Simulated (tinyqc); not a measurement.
Changing the tilt angle theta: straight dislocations in isotropic elasticity: fields, energies, partials, Peierls stress and walls. Computed by tinyqc, a small Python program. Command: `OMP_NUM_THREADS=1 python tinyqc.py 3016429 3016430 out.jsonl disloc sweep`. One thread of a shared host (Intel(R) Xeon(R) Processor @ 2.30GHz), about 0.01 s of CPU time with the checks.

The line runs along z, the glide plane is y = 0, and beta is the angle between b and the line (0 screw, 90 degrees edge): b_e = b sin(beta) along +x with the extra half plane at y > 0, b_s = b cos(beta). Stress is positive in tension.

Inputs (values chosen for the exercise, modelled on silver):
```
quantity          value      unit
shear modulus G    30.7       GPa
Poisson ratio nu  0.373         -
Burgers vector b  2.889  angstrom
core radius r0/b    0.5         -
```

Method. A symmetric tilt wall of edge dislocations has the spacing h = b/(2 sin(theta/2)); Read-Shockley: gamma_b = E0 theta (A - ln theta), E0 = G b/(4 pi (1 - nu)), A = 1 + ln(b/(2 pi r0)), theta in radians.

One run for each value:
```
tilt angle theta (degrees)  boundary energy (mJ/m^2)  spacing h (nm)
0.20                                           21.66          82.764
0.34                                           33.28          48.685
0.59                                           51.36          28.056
1.00                                           76.69          16.553
1.70                                          112.65           9.737
3.00                                          165.32           5.518
5.10                                          227.87           3.247
8.70                                          297.44           1.904
15.00                                         352.30           1.107
```

Over the rows, boundary energy (mJ/m^2) rises from 21.7 to 352 (exponent d ln y / d ln x 0.81 between the first rows and 0.31 between the last); spacing h (nm) falls from 82.8 to 1.11 (exponent d ln y / d ln x about -1.00 throughout). The energy per dislocation, gamma_b h, falls as the wall gets denser, because neighbours screen each other beyond h.

Caution (rows 15.0): towards the maximum of the Read-Shockley curve the spacing is no longer large against the core size, so the formula is only rough.

Extremes, crossings and ranges named in words are read from the listed rows.
